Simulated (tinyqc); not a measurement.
# Worked calculation: threshold-voltage variability of a planar MOSFET, analytic estimates

tinyqc, about 0.01 s, one thread, Intel Xeon 2.30GHz (shared host): `OMP_NUM_THREADS=1 python tinyqc.py 2090153 2090154 out.jsonl` Printed values are rounded.

Three independent sources add in quadrature: random dopants in the depleted layer, metal-gate grains of two orientations, and roughness of the two gate edges acting through the roll-off VT = VT(long) - Vr exp(-L/l). These are first-order estimates: no three-dimensional electrostatics, no percolation.

Parameters, values chosen for the exercise; material values close to those of silicon:
```
symbol,value,unit,meaning
T,325,K,temperature
Eg,1.11,eV,band gap
eps_r,11.8,,relative permittivity of the semiconductor
Nc,3.11e19,cm^-3,conduction-band density of states at T
Nv,2.95e19,cm^-3,valence-band density of states at T
Na,2e18,cm^-3,channel doping
ti,2.2,nm,oxide-equivalent thickness in inversion
L,32,nm,gate length
W,33,nm,gate width
G,4,nm,metal grain size
dW,0.15,eV,work-function difference of the two grain orientations
p,0.5,,share of the orientation of higher work function
De,1.3,nm,rms roughness of one gate edge
La,10,nm,correlation length of the roughness
l,8.6,nm,decay length of the threshold roll-off
Vr,2.1,V,prefactor of the roll-off
n,1.39,,subthreshold factor
gI,25,1/V,gm/I of a matched pair
sb,0.8,%,spread of the gain factor of one device
Nb,33554432,,number of cells
Y,0.99,,wanted yield
```

Constants: q = 1.602176634e-19 C, kB = 1.380649e-23 J/K, Vt = kB T/q, eps0 = 8.8541878128e-14 F/cm where lengths are in cm. Results are converted to the units shown.

Range of the model: gI s exceeds 0.2, so the linear formula for the current mismatch is only a rough guide.

## Random dopants

ni = sqrt(Nc Nv) exp(-Eg/(2 Vt)), Eg in volts; Cox = 3.9 eps0/ti; Wd = sqrt(4 eps0 eps_r Vt ln(Na/ni)/(q Na)); dopants: s1 = (q/Cox) sqrt(Na Wd/(3 L W)). The slope A1 = s1 sqrt(L W); mean number of dopants Na L W Wd.

Cox = 1.56961 uF/cm^2
Wd = 24.9915 nm
mean number of dopants = 52.7821
A1 = 1.31756 mV um
s1 = 40.5451 mV

Counting alone, 1/sqrt(N) of the depletion voltage q Na Wd/Cox = 510 mV, would give sqrt(3) times more: dopants deep in the layer act less on the surface.

## Metal grains and edge roughness

Grains: Ng = L W/G^2 (at least 1), s2 = dW sqrt(p (1 - p)/Ng). Edges, with exponential correlation and u = W/La: the mean gate length has sL^2 = 2 De^2 (2/u)[1 - (1 - exp(-u))/u]; s3 = sL (Vr/l) exp(-L/l).

Ng = 66
s2 = 9.23186 mV
sL = 1.20442 nm
dVT/dL = 5.91209 mV/nm
s3 = 7.12064 mV

## Total spread, mismatch and leakage

s = sqrt(s1^2 + s2^2 + s3^2). For a pair: s(dVT) = sqrt(2) s; current mismatch sqrt(2) sqrt((gI s)^2 + sb^2); input offset = current mismatch/gI. For a Gaussian VT the off current is log-normal with mean/median = exp(s^2/(2 (n Vt)^2)).

s = 42.1881 mV
s(dVT) = 59.6630 mV
current mismatch = 149.162 %
input offset = 59.6647 mV
mean/median of Ioff = 1.79900

The dopants give 92.4 % of the variance; without them s would be 11.7 mV. A current mismatch this large is beyond the linear estimate.

## Iteration 1: margin in standard deviations for the wanted yield

k at the start = 3

Cells fail independently with probability Q(k) = erfc(k/sqrt(2))/2 when the margin is k standard deviations, and Y = exp(-Nb Q(k)). phi = exp(-k^2/2)/sqrt(2 pi). Newton steps on ln Q(k) = ln(-ln(Y)/Nb): k(new) = k + [ln Q - ln(-ln(Y)/Nb)] Q/phi.

Q(k) = 0.00134990
phi = 0.00443185
k after iteration 1 = 7.66666

## Iteration 2: margin in standard deviations for the wanted yield

As before.

Q(k) = 8.82670e-15
phi = 6.87864e-14
k after iteration 2 = 6.32800

## Course of the iteration: margin in standard deviations for the wanted yield

Stop when k changes by less than 1e-9, or after 30 iterations.

Course of the iteration:
```
iteration	k	|change|
1	7.66666	4.67
2	6.32800	1.34
3	6.19210	0.136
4	6.19068	1.42e-3
5	6.19068	1.56e-7
6	6.19068	< 1e-12
```

Converged in 6 iterations. At the end the number of correct digits about doubles with each step. With s(dVT) = 59.7 mV, 6.19 standard deviations are 369 mV.
